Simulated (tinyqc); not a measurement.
Worked calculation: a particle near a wafer in liquid: double-layer and van der Waals forces (DLVO), deposition barrier and removal. Computed by tinyqc, a small Python program that keeps every step. Command: `OMP_NUM_THREADS=1 python tinyqc.py 3110436 3110437 out.jsonl dlvo walk`. One thread of a shared host (Intel(R) Xeon(R) Processor @ 2.30GHz), about 0.01 s of CPU time with the checks. Intermediate numbers are printed to about 5 digits and carried at full precision; extremes and crossings named in words are read from the listed rows.

Sphere and flat wall, Derjaguin approximation, constant potentials in the linear-superposition form, no retardation and no hydration force.

Inputs (values chosen for the exercise, of the order of those for polymer latex on silicon in water): particle radius R = 12 nm; Hamaker constant A = 1.7e-20 J; potential of the particle psi_1 = -40 mV; potential of the wafer psi_2 = -19 mV; salt concentration c = 0.0045 mol/L; valence z of the symmetric salt = 2; temperature T = 298 K; dielectric constant of the liquid = 78.4; gap h = 0.96 nm; contact distance h0 = 0.4 nm; contact radius over R = 0.15; viscosity = 0.4 mPa s.

Constants: e = 1.602176634e-19 C; N_A = 6.02214076e+23 1/mol; eps_0 = 8.8541878128e-12 F/m; k_B = 1.380649e-23 J/K; k_B = 8.617333262e-05 eV/K.

## Screening

kappa^2 = 2 z^2 e^2 N_A (1000 c)/(eps eps_0 k_B T); gamma_i = tanh(z e psi_i/(4 k_B T)); Z = 64 pi eps eps_0 (k_B T/(z e))^2 gamma_1 gamma_2.

kappa = 0.44142 1/nm

Debye length = 2.2654 nm

gamma_1 = -0.65203

gamma_2 = -0.35394

Z = 5.3102 pN

kappa R = 5.2971

Like signs: the double layers repel.

## Energy and force at one gap

U(h) = Z R exp(-kappa h) - A R/(6 h); F(h) = -dU/dh = kappa Z R exp(-kappa h) - A R/(6 h^2), positive for repulsion.

double-layer energy = 10.138 k_B T

van der Waals energy = -8.6081 k_B T

U(h) = 1.5300 k_B T

F(h) = -18.480 pN

Caution: for kappa h below 1 linear superposition is only rough, and charge regulation matters.

## The curve

The formulas are those given above.

Against the gap:
```
h (nm)  kappa h  U (k_B T)       F (pN)
0.4       0.177    -7.6783  -1.8892e+02
0.6       0.265    -1.8888  -7.2861e+01
1.0       0.441     1.6969  -1.5910e+01
1.5       0.662     2.4787  -6.0374e-01
2.5       1.104     1.8317   3.8900e+00
4.0       1.766     0.5836   2.6869e+00
7.0       3.090    -0.4758   5.8608e-01
12.0      5.297    -0.6111  -9.5293e-02
20.0      8.828    -0.4109  -8.0879e-02
40.0     17.657    -0.2066  -2.1249e-02
```

Caution: in rows where h is not small against R, A R/(6 h) overstates the van der Waals term. Caution: in rows with kappa h below 1 linear superposition is only rough.

## Barrier and secondary minimum

F = 0 reads x^2 exp(-x) = y with x = kappa h and y = A kappa/(6 Z); the left side peaks at x = 2 with 4/e^2 = 0.5413, so roots exist for smaller y: x < 2 is the barrier, x > 2 the secondary minimum.

y = 0.23553

position of the barrier = 1.5468 nm

barrier height = 2.4821 k_B T

position of the secondary minimum = 10.006 nm

energy at the secondary minimum = -0.63891 k_B T

A barrier of this size slows deposition by roughly exp(barrier).

## Critical salt concentration

The barrier height is zero when U = 0 and F = 0 together: kappa h = 1 and kappa = 6 Z/(e A), e = 2.718282 here; c follows from kappa^2, with the potentials held fixed.

critical kappa = 0.68948 1/nm

critical concentration = 0.010979 mol/L

## Adding salt

kappa scales as sqrt(c); potentials are held fixed. A dash marks rows without a maximum.

Against the concentration:
```
c (mol/L)  Debye length (nm)  barrier at (nm)  barrier (k_B T)  minimum at (nm)  minimum (k_B T)
1.10e-06              144.90           9.0723           13.637       1.4868e+03      -5.0166e-03
1.10e-05               45.82           5.2352           12.237       4.0336e+02      -1.8160e-02
1.10e-04               14.49           3.0937            9.839       1.0532e+02      -6.7668e-02
5.49e-04                6.49           2.2049            7.276       3.9702e+01      -1.7414e-01
2.20e-03                3.24           1.7125            4.304       1.6322e+01      -4.0580e-01
5.49e-03                2.05           1.5126            1.945       8.6793e+00      -7.2713e-01
9.88e-03                1.53           1.4523            0.300       5.5539e+00      -1.0783e+00
1.65e-02                1.18           1.4937           -1.150       3.5260e+00      -1.5573e+00
3.29e-02                0.84                -                -                -                -
```

At low salt the barrier tends to Z R = 15.5 k_B T; it is half of that between 1.1e-4 and 5.5e-4 mol/L and changes sign at 0.011 mol/L, while the secondary minimum deepens to -1.1 k_B T at 0.9 of that.

## Removing an attached particle

Adhesion F_a = A R/(6 h0^2) [1 + a^2/(R h0)] - kappa Z R exp(-kappa h0), a the contact radius. Drag in a shear flow F_d = 1.7 x 6 pi mu R^2 G, acting at 1.4 R; rolling starts when 1.4 R F_d = a F_a. Wall shear stress = mu G.

van der Waals adhesion = 355.9375 pN

net adhesion F_a = 332.36 pN

wall shear stress for rolling = 7717.2 Pa

shear rate G = 1.9293e+07 1/s

Checks made by the program: force against a difference of U (relative difference 2e-10).
